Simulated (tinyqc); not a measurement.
Abrupt p-n junction, non-linear Poisson equation by Newton steps: two steps of the calculation.

One dimension, p side on the left, n side on the right; net doping C = -Na for x < 0 and +Nd for x > 0. The potential psi is counted from the intrinsic level, and the quasi-Fermi potentials are flat: 0 for holes and -V for electrons, so n = ni exp((psi + V)/Vt) and p = ni exp(-psi/Vt) (Boltzmann statistics, full ionisation, no current).

Parameters, values chosen for the exercise; band and dielectric values those of a made-up semiconductor: temperature T = 325 K; relative permittivity eps_r = 12.2; bias of the p side against the n side V = 0 V.

Constants: q = 1.602176634e-19 C, kB = 1.380649e-23 J/K, Vt = kB T/q, eps0 = 8.8541878128e-14 F/cm where lengths are in cm. Results are converted to the units shown.

Task 1. Densities, residual and Jacobian diagonal. n_i = ni exp((psi_i + V)/Vt), p_i = ni exp(-psi_i/Vt), rho_i = p_i - n_i + C_i, g_i = (n_i + p_i)/Vt. Box widths w_i = (h_(i-1) + h_i)/2 in cm. Residual F_i = a_i (psi_(i+1) - psi_i) - a_(i-1) (psi_i - psi_(i-1)) + q rho_i w_i; Jacobian: a_(i-1) and a_i beside the diagonal, b_i = -a_(i-1) - a_i - q g_i w_i on it. The two end nodes are fixed.

x, node 0 to 15 (nm): [-765, -482, -300, -182, -107, -58, -26.7, -6.5, 6.5, 21, 37.2, 55.3, 75.5, 98.1, 123, 151]
coupling a_i, interval 0 to 14 (F/cm^2): [3.8169997e-8, 5.9352248e-8, 9.1543298e-8, 1.4402812e-7, 2.2045121e-7, 3.4511531e-7, 5.3475788e-7, 8.3093147e-7, 7.4497304e-7, 6.6679686e-7, 5.9680161e-7, 5.3475788e-7, 4.7796943e-7, 4.3381964e-7, 3.8578961e-7]
psi after iteration 1, node 0 to 15 (V): [-0.42408884, -0.42359257, -0.41103971, -0.27762494, -0.07537766, 0.10632286, 0.24289223, 0.33952523, 0.40533845, 0.45121914, 0.47400614, 0.48184929, 0.48423514, 0.48487133, 0.48501893, 0.48505347]
net doping C, node 0 to 15 (cm^-3): [-1.1e16, -1.1e16, -1.1e16, -1.1e16, -1.1e16, -1.1e16, -1.1e16, -1.1e16, 9.7e16, 9.7e16, 9.7e16, 9.7e16, 9.7e16, 9.7e16, 9.7e16, 9.7e16]
ni = 2.9177146e9 cm^-3

Wanted: n; p; residual F; diagonal b.

Result 1.

n, node 0 to 15 (cm^-3): [773.9, 787.8, 1233, 1.445e5, 1.978e8, 1.300e11, 1.704e13, 5.371e14, 5.632e15, 2.898e16, 6.538e16, 8.651e16, 9.421e16, 9.637e16, 9.688e16, 9.700e16]
p, node 0 to 15 (cm^-3): [1.100e16, 1.081e16, 6.903e15, 5.891e13, 4.305e10, 6.551e7, 4.995e5, 1.585e4, 1512, 293.8, 130.2, 98.40, 90.37, 88.34, 87.87, 87.76]
residual F, node 1 to 14 (in units of 1e-9 C/cm^2): [0.006, 1.622, 0.000, 0.000, 0.000, -0.002, -0.057, -0.378, -2.257, -1.826, -0.188, -0.014, -0.001, 0.000]
diagonal b, node 1 to 14 (F/cm^2): [-1.535e-6, -7.433e-7, -2.388e-7, -3.645e-7, -5.656e-7, -8.801e-7, -1.371e-6, -1.620e-6, -1.666e-6, -1.905e-6, -2.079e-6, -2.166e-6, -2.221e-6, -2.286e-6]

Task 2. Converged densities, field and charge. n and p as above; field E_i = -(psi_(i+1) - psi_i)/h_i on each interval; charge on either side of the peak Q = eps0 eps_r |E|max (Gauss).

x, node 0 to 15 (nm): [-765, -482, -300, -182, -107, -58, -26.7, -6.5, 6.5, 21, 37.2, 55.3, 75.5, 98.1, 123, 151]
converged psi, node 0 to 15 (V): [-0.42408884, -0.42350313, -0.40883798, -0.27807158, -0.07751804, 0.10307589, 0.23893841, 0.33511747, 0.40068260, 0.44653891, 0.47103886, 0.48082895, 0.48396251, 0.48481000, 0.48500727, 0.48505347]
net doping C, node 0 to 15 (cm^-3): [-1.1e16, -1.1e16, -1.1e16, -1.1e16, -1.1e16, -1.1e16, -1.1e16, -1.1e16, 9.7e16, 9.7e16, 9.7e16, 9.7e16, 9.7e16, 9.7e16, 9.7e16, 9.7e16]
ni = 2.9177146e9 cm^-3

Wanted: n; p; field E; peak |E|; charge Q.

Result 2.

n, node 0 to 15 (cm^-3): [773.9, 790.3, 1334, 1.422e5, 1.832e8, 1.157e11, 1.480e13, 4.589e14, 4.769e15, 2.452e16, 5.881e16, 8.342e16, 9.329e16, 9.616e16, 9.684e16, 9.700e16]
p, node 0 to 15 (cm^-3): [1.100e16, 1.077e16, 6.381e15, 5.986e13, 4.646e10, 7.356e7, 5.752e5, 1.855e4, 1785, 347.2, 144.8, 102.1, 91.25, 88.53, 87.91, 87.76]
field E, interval 0 to 14 (kV/cm): [-0.02, -0.81, -11.08, -26.74, -36.86, -43.41, -47.61, -50.43, -31.63, -15.12, -5.41, -1.55, -0.37, -0.08, -0.02]
peak |E| = 50.43 kV/cm
charge Q = 54.48 nC/cm^2

Program tinyqc, `OMP_NUM_THREADS=1 python tinyqc.py 2000047 2000048 out.jsonl`; Intel Xeon 2.30GHz, shared host, one thread, about 0.02 s.
